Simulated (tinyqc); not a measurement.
Free and trapped electrons in a MOS channel with a dense trap tail: two steps of the calculation.

p-type body, charge-sheet picture, full ionisation (an idealisation for deep acceptors), Boltzmann statistics for free electrons. e = Ec - EF at the surface. Acceptor-like traps of density D(E) = D0 + De exp(-E/Ew) at depth E below Ec, from 0 to Eu, hold n_t = integral of D(E)/(1 + exp((e - E)/Vt)). psi = Eg - Vt ln(Nv/Na) - e; N_dep = sqrt(2 eps0 eps_r Na (psi - Vt)/q); n_f = sqrt(N_dep^2 + 2 eps0 eps_r Vt Nc exp(-e/Vt)/q) - N_dep; Vg = Vfb + psi + q (N_dep + n_t + n_f)/Cox, Cox = eps0 eox/tox.

Parameters, values chosen for the exercise; band and dielectric values close to those of 4H silicon carbide:
- T = 300 K (temperature)
- Eg = 3.31 eV (band gap)
- eps_r = 9.78 (relative permittivity)
- Nc = 1.72e19 cm^-3 (conduction-band density of states at T)
- Nv = 2.45e19 cm^-3 (valence-band density of states at T)
- eox = 3.9 (relative permittivity of the insulator)
- tox = 31 nm (insulator thickness)
- Na = 3.2e15 cm^-3 (acceptor density)
- Vfb = -2.91 V (flat-band voltage without trapped charge)
- D0 = 2.5e10 cm^-2 eV^-1 (constant background density of acceptor-like traps)
- De = 5.4e12 cm^-2 eV^-1 (density of the tail at the conduction edge)
- Ew = 0.1 eV (decay energy of the tail)
- Eu = 0.71 eV (depth below Ec down to which the traps reach)
- mf = 150 cm^2/(V s) (mobility of free electrons)
- e = 0.056 eV (Ec - EF at the surface)

Constants: q = 1.602176634e-19 C, kB = 1.380649e-23 J/K, Vt = kB T/q, eps0 = 8.8541878128e-14 F/cm where lengths are in cm. Results are converted to the units shown.

Question 1. Trapped charge. Trapezoid rule on 12 equal steps from 0 to Eu, f = 1/(1 + exp((e - E)/Vt)).

Find: E; D(E) f; n_t.

Answer 1.

| point | E (eV) | D(E) f (cm^-2 eV^-1) |
|---|---|---|
| 0 | 0 | 5.578e11 |
| 1 | 0.05917 | 1.599e12 |
| 2 | 0.1183 | 1.541e12 |
| 3 | 0.1775 | 9.317e11 |
| 4 | 0.2367 | 5.310e11 |
| 5 | 0.2958 | 3.053e11 |
| 6 | 0.3550 | 1.801e11 |
| 7 | 0.4142 | 1.108e11 |
| 8 | 0.4733 | 7.250e10 |
| 9 | 0.5325 | 5.129e10 |
| 10 | 0.5917 | 3.955e10 |
| 11 | 0.6508 | 3.305e10 |
| 12 | 0.7100 | 2.946e10 |

n_t = 3.366e11 cm^-2

Question 2. Charges and gate voltage. psi, N_dep, n_f and Vg as defined, with the n_t given; free share n_f/(n_f + n_t); apparent mobility mf n_f/(n_f + n_t); gate voltage spent on traps q n_t/Cox.

n_t = 3.3656455e11 cm^-2

Find: psi; N_dep; n_f; Vg; free share; apparent mobility; gate voltage spent on traps.

Answer 2.

psi = 3.023 V
N_dep = 3.220e11 cm^-2
n_f = 4.871e11 cm^-2
Vg = 1.761 V
free share = 59.14 %
apparent mobility = 88.71 cm^2/(V s)
gate voltage spent on traps = 0.4841 V

Program tinyqc, `OMP_NUM_THREADS=1 python tinyqc.py 2222145 2222146 out.jsonl`; Intel Xeon 2.30GHz, shared host, one thread, about 0.02 s.
